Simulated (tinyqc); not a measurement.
# Input admittance of a MOSFET at zero drain bias: distributed channel and distributed gate: effects of single changes

Source and drain grounded, strong inversion, w = 2 pi f, Cox = eps0 eox/tox. The channel is an RC line of resistance 1/(mu Cox Vo) per square fed from both ends, so one finger has the intrinsic admittance y = i w Cox L tanh(g)/g per width, g = (1/2) sqrt(i w tau), tau = L^2/(mu Vo). The vertical resistance rv/L is in series with y, the overlaps 2 i w Cov in parallel: y_t = 1/(1/y + rv/L) + 2 i w Cov. The gate strip is a line of Rsh/L per length loaded by y_t, so a finger has Y = y_t Wf tanh(k)/k, k = (Wf/sd) sqrt(y_t Rsh/L); the device has Nf Y.

Parameters, values chosen for the exercise; values of the order met in silicon radio-frequency transistors:
- eox = 3.9 (relative permittivity of the gate insulator (close to silicon dioxide))
- tox = 1.6 nm (insulator thickness)
- L = 0.095 um (channel length)
- Wf = 1.4 um (finger width)
- Nf = 32 (number of fingers)
- mu = 210 cm^2/(V s) (channel mobility)
- Vo = 0.26 V (gate overdrive)
- Rsh = 13 ohm/square (sheet resistance of the gate)
- rv = 3.3 ohm um^2 (vertical resistivity of the gate stack)
- sd = 2 (number of ends at which a finger is contacted)
- Cov = 0.19 fF/um (overlap and fringe capacitance on each side)
- f = 23 GHz (frequency)

Constants: eps0 = 8.8541878128e-14 F/cm where lengths are in cm. Results are converted to the units shown.

Each table varies one quantity; the others keep the values above.

## Input impedance against frequency

Low-frequency limits, with c = Cox L and ct = c + 2 Cov: R_strip = Rsh Wf/(3 sd^2 L Nf), R_ch = (c/ct)^2 L/(12 mu Cox Vo Wf Nf), R_vert = (c/ct)^2 rv/(L Wf Nf), C = ct Wf Nf. Z = 1/(Nf Y) = R + 1/(i w C), Q = |Im Z|/R, far-point signal |1/cosh k|.

The same in every row: low-frequency R (ohm) = 2.1181.

Input impedance against frequency:
```
f (GHz),w tau,|k|,R (ohm),C (fF),Q,signal at the far point
0.2,0.0020771,0.014310,2.1181,108.88,3450.7,1.0000
0.6,0.0062314,0.024786,2.1181,108.88,1150.2,1.0000
1,0.010386,0.031998,2.1181,108.88,690.15,1.0000
3,0.031157,0.055423,2.1181,108.88,230.05,0.99999
8,0.083085,0.090502,2.1181,108.87,86.271,0.99996
20,0.20771,0.14307,2.1180,108.86,34.514,0.99974
50,0.51928,0.22599,2.1175,108.77,13.820,0.99838
100,1.0386,0.31846,2.1158,108.47,6.9349,0.99364
300,3.1157,0.53267,2.0982,105.37,2.3996,0.95299
```

Read the table: what changes, and by how much?

R falls from 2.12 to 2.10 ohm and C falls from 109 to 105 fF. Q goes as f^(-1.00) between the first two rows and f^(-0.97) between the last two, where w tau = 3.12 and |k| = 0.533. The low-frequency limits hold both R and C within 5 % up to f = 300 GHz among the rows.

## Dividing a fixed width into fingers

Total width Wf Nf = 45 um; each finger also has a contact resistance Rc at each contacted end, which adds Rc/(sd Nf). The resistances are low-frequency limits, good while |k| is below about 1; the far-point signal is |1/cosh k| at f, without Rc.

The same in every row: R_ch + R_vert (ohm) = 1.6120.

Result of one run:
```
Nf,Wf (um),R_strip (ohm),Rc/(sd Nf) for Rc = 30 ohm (ohm),sum (ohm),signal at the far point
4,11.250,32.072,3.7500,37.434,0.83651
```

What becomes of these results when the number of fingers Nf is changed from 4 to 2, all else the same?

Result of the changed run:
```
Nf,Wf (um),R_strip (ohm),Rc/(sd Nf) for Rc = 30 ohm (ohm),sum (ohm),signal at the far point
2,22.500,128.29,7.5000,137.40,0.35201
```

The whole series:
```
Nf,Wf (um),R_strip (ohm),Rc/(sd Nf) for Rc = 30 ohm (ohm),sum (ohm),signal at the far point
1,45.000,513.16,15.000,529.77,0.058504
2,22.500,128.29,7.5000,137.40,0.35201
4,11.250,32.072,3.7500,37.434,0.83651
8,5.6250,8.0181,1.8750,11.505,0.98351
16,2.8125,2.0045,0.93750,4.5540,0.99804
32,1.4062,0.50113,0.46875,2.5819,0.99965
64,0.70312,0.12528,0.23438,1.9716,0.99992
128,0.35156,0.031321,0.11719,1.7605,0.99998
```

R_strip falls as 1/Nf^2, from 513 to 0.0313 ohm, the contact term as 1/Nf, and R_ch + R_vert stays at 1.61 ohm since the total width is fixed. The sum is within a factor 1.5 of that floor from Nf = 64 on. More fingers add wiring capacitance, which is left out.

Numbers from tinyqc (`OMP_NUM_THREADS=1 python tinyqc.py 2262084 2262085 out.jsonl`; about 0.01 s on one thread of a shared Intel Xeon 2.30GHz).
